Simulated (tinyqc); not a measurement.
Hubbard chain of 4 sites, step by step. Computed by tinyqc, a small Python program that keeps every step. Settings: hopping = 1.93, U = 4.0, mixing = 1, iteration cap = 59. Command: `OMP_NUM_THREADS=1 python tinyqc.py 20183 20184 out.jsonl` (the two numbers bound the seeds that draw the settings). One thread of a shared host (Intel(R) Xeon(R) Processor @ 2.60GHz), about 0.2 s of CPU time with the checks.

one-body matrix (hopping and site energies) (eV):
```
         1        2        3        4
1   0.0000  -1.9300   0.0000   0.0000
2  -1.9300   0.0000  -1.9300   0.0000
3   0.0000  -1.9300   0.0000  -1.9300
4   0.0000   0.0000  -1.9300   0.0000
```

U = 4.0000 eV

electrons, up and down: 3  1

n(up) at the start (a guess, not normalised): 1 1.0000, 2 0.3000, 3 1.0000, 4 0.3000

n(down) at the start (a guess): 1 0.0000, 2 0.7000, 3 0.0000, 4 0.7000

Each step fills the lowest levels of T + U n(other spin) and sets n(new) = n + mixing (n(out) - n); stop when output and input agree to 1e-8.

Course of the cycle:

| iteration | E (eV) | largest \|n(out) - n(in)\| | mean \|n_up - n_down\| |
|---|---|---|---|
| 1 | -3.099917 | 5.05e-01 | 0.5098 |
| 2 | -3.513881 | 1.12e-01 | 0.5093 |
| 3 | -3.531507 | 2.29e-02 | 0.5004 |
| 4 | -3.533969 | 1.22e-02 | 0.5000 |
| 5 | -3.535532 | 9.33e-03 | 0.5000 |
| 6 | -3.536684 | 7.93e-03 | 0.5000 |
| 7 | -3.537553 | 6.93e-03 | 0.5000 |
| 8 | -3.538219 | 6.07e-03 | 0.5000 |
| 9 | -3.538735 | 5.35e-03 | 0.5000 |
| 10 | -3.539138 | 4.73e-03 | 0.5000 |
| 11 | -3.539456 | 4.20e-03 | 0.5000 |
| ... | ... | ... | ... |
| 49 | -3.540729 | 7.32e-05 | 0.5000 |
| 50 | -3.540729 | 6.59e-05 | 0.5000 |
| 51 | -3.540729 | 5.93e-05 | 0.5000 |
| 52 | -3.540729 | 5.34e-05 | 0.5000 |
| 53 | -3.540729 | 4.81e-05 | 0.5000 |
| 54 | -3.540729 | 4.33e-05 | 0.5000 |
| 55 | -3.540729 | 3.90e-05 | 0.5000 |
| 56 | -3.540729 | 3.51e-05 | 0.5000 |
| 57 | -3.540729 | 3.16e-05 | 0.5000 |
| 58 | -3.540729 | 2.85e-05 | 0.5000 |
| 59 | -3.540729 | 2.56e-05 | 0.5000 |

Can the last value be used, and what does the course show?

Not by the stop rule, although the second column moves by less than 1e-07 over the last three steps. Not converged within 59 iterations: the residual falls steadily but slowly, by a factor of about 0.90 a step. The lowest mean-field energy found from random starts is -3.54073 eV. Reruns (cap 100 unless said): mixing 0.2: not converged; mixing 0.5: not converged; mixing 0.9: not converged; the original settings with a cap of 400: converged in 134 (E = -3.54073).
